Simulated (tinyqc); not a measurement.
Inside a calculation. Method: empirical pseudopotential in a few plane waves. Computed by tinyqc, a small Python program that keeps every step. Settings: plane-wave index or count = 15. Command: `OMP_NUM_THREADS=1 python tinyqc.py 27085 27086 out.jsonl` (the two numbers bound the seeds that draw the settings). One thread of a shared host (Intel(R) Xeon(R) Processor @ 2.60GHz), about 0.2 s of CPU time with the checks.

## Bloch Hamiltonian at G

Parameters chosen for this model: fcc lattice, atoms at +/- a/8 (1,1,1); form factors in rydberg at |G|^2 in units of (2 pi/a)^2:
```
parameter                 value      unit
a                      5.950000  angstrom
VS(3)                 -0.217000        Ry
VS(8)                  0.038000        Ry
VS(11)                 0.070000        Ry
VA(3)                         0        Ry
VA(4)                         0        Ry
VA(11)                        0        Ry
hbar^2/2m (2 pi/a)^2   4.248628        eV
```

k point G (2 pi / a): [0, 0, 0]

Basis: the 15 shortest G (labels in 2 pi/a), the same at every k. H(G,G') = c |k + G|^2 delta + VS(|G-G'|^2) cos((G-G').tau) + i VA sin((G-G').tau), tau = a/8 (1,1,1); 1 Ry = 13.605693 eV.

H(k) at G (eV), order +0+0+0, -1-1-1, -1-1+1, -1+1-1, -1+1+1, +1-1-1, +1-1+1, +1+1-1, +1+1+1, -2+0+0, +0-2+0, +0+0-2, +0+0+2, +0+2+0, +2+0+0:
```
[[0.000000, 2.087687, -2.087687, -2.087687, -2.087687, -2.087687, -2.087687, -2.087687, 2.087687, 0.000000, 0.000000, 0.000000, 0.000000, 0.000000, 0.000000],
 [2.087687, 12.745885, 0.000000, 0.000000, -0.517016, 0.000000, -0.517016, -0.517016, 0.000000, -2.087687, -2.087687, -2.087687, -0.673447, -0.673447, -0.673447],
 [-2.087687, 0.000000, 12.745885, 0.517016, 0.000000, 0.517016, 0.000000, 0.000000, -0.517016, -2.087687, -2.087687, 0.673447, 2.087687, -0.673447, -0.673447],
 [-2.087687, 0.000000, 0.517016, 12.745885, 0.000000, 0.517016, 0.000000, 0.000000, -0.517016, -2.087687, 0.673447, -2.087687, -0.673447, 2.087687, -0.673447],
 [-2.087687, -0.517016, 0.000000, 0.000000, 12.745885, 0.000000, 0.517016, 0.517016, 0.000000, 2.087687, -0.673447, -0.673447, -2.087687, -2.087687, 0.673447],
 [-2.087687, 0.000000, 0.517016, 0.517016, 0.000000, 12.745885, 0.000000, 0.000000, -0.517016, 0.673447, -2.087687, -2.087687, -0.673447, -0.673447, 2.087687],
 [-2.087687, -0.517016, 0.000000, 0.000000, 0.517016, 0.000000, 12.745885, 0.517016, 0.000000, -0.673447, 2.087687, -0.673447, -2.087687, 0.673447, -2.087687],
 [-2.087687, -0.517016, 0.000000, 0.000000, 0.517016, 0.000000, 0.517016, 12.745885, 0.000000, -0.673447, -0.673447, 2.087687, 0.673447, -2.087687, -2.087687],
 [2.087687, 0.000000, -0.517016, -0.517016, 0.000000, -0.517016, 0.000000, 0.000000, 12.745885, -0.673447, -0.673447, -0.673447, -2.087687, -2.087687, -2.087687],
 [0.000000, -2.087687, -2.087687, -2.087687, 2.087687, 0.673447, -0.673447, -0.673447, -0.673447, 16.994513, 0.517016, 0.517016, -0.517016, -0.517016, 0.000000],
 [0.000000, -2.087687, -2.087687, 0.673447, -0.673447, -2.087687, 2.087687, -0.673447, -0.673447, 0.517016, 16.994513, 0.517016, -0.517016, 0.000000, -0.517016],
 [0.000000, -2.087687, 0.673447, -2.087687, -0.673447, -2.087687, -0.673447, 2.087687, -0.673447, 0.517016, 0.517016, 16.994513, 0.000000, -0.517016, -0.517016],
 [0.000000, -0.673447, 2.087687, -0.673447, -2.087687, -0.673447, -2.087687, 0.673447, -2.087687, -0.517016, -0.517016, 0.000000, 16.994513, 0.517016, 0.517016],
 [0.000000, -0.673447, -0.673447, 2.087687, -2.087687, -0.673447, 0.673447, -2.087687, -2.087687, -0.517016, 0.000000, -0.517016, 0.517016, 16.994513, 0.517016],
 [0.000000, -0.673447, -0.673447, -0.673447, 0.673447, 2.087687, -2.087687, -2.087687, -2.087687, 0.000000, -0.517016, -0.517016, 0.517016, 0.517016, 16.994513]]
```

## Levels at G

Diagonalise the Hermitian matrix.

eigenvalues (eV): [-2.123430, 8.597266, 8.597266, 8.597266, 11.231937, 12.228868, 12.228868, 12.228868, 15.960480, 15.960480, 16.420364, 20.626115, 20.626115, 20.626115, 22.127574]

## Bands along a path

The same steps at evenly spaced points between the labelled ones.

Bands along the path (eV), lowest eight:
```
k            band 1    band 2    band 3    band 4     band 5     band 6     band 7     band 8
L         -0.041482  2.739329  7.866840  7.866840  10.773570  13.197170  13.197170  16.943482
L-G 0.20  -0.536627  3.375110  7.858463  7.858463  10.797780  13.099955  13.099955  17.064694
L-G 0.40  -1.173064  4.585203  7.991244  7.991244  10.995642  13.082128  13.082128  16.207307
L-G 0.60  -1.689539  6.070629  8.226748  8.226748  11.324355  12.872446  12.872446  14.336046
L-G 0.80  -2.013641  7.637925  8.479450  8.479450  11.593144  12.447178  12.447178  12.691365
G         -2.123430  8.597266  8.597266  8.597266  11.231937  12.228868  12.228868  12.228868
G-X 0.20  -1.976713  7.636177  8.270460  8.270460  11.879803  12.174962  12.790960  12.790960
G-X 0.40  -1.538830  6.055772  7.661396  7.661396  11.260894  12.841886  14.097727  14.097727
G-X 0.60  -0.816899  4.473465  7.146640  7.146640  10.800286  11.968574  15.755770  15.755770
G-X 0.80   0.176200  2.994958  6.861082  6.861082  10.652688  11.106669  17.623904  17.623904
X          1.420658  1.674553  6.854694  6.854694  10.607271  10.885928  19.671908  19.671908
```

With 4 band(s) filled, the highest filled level on these points lies at G and the lowest empty one at X: a gap of 2.0100 eV, indirect. This holds for the small fixed basis; with all plane waves up to |k + G|^2 = 21 (2 pi/a)^2 the gap along the path is 1.77 eV.

## Convergence with the number of plane waves

Levels at G counted from the fourth one.

Levels (eV):
```
plane waves     level 1   level 5   level 8
9            -14.352299         0  2.068065
15           -10.720697  2.634671  3.631602
27           -10.104482  3.281150  3.537321
51           -10.240926  3.415020  3.670304
59           -10.298778  3.400094  3.486440
65           -10.315433  3.400094  3.441464
89           -10.270505  3.374721  3.480617
```
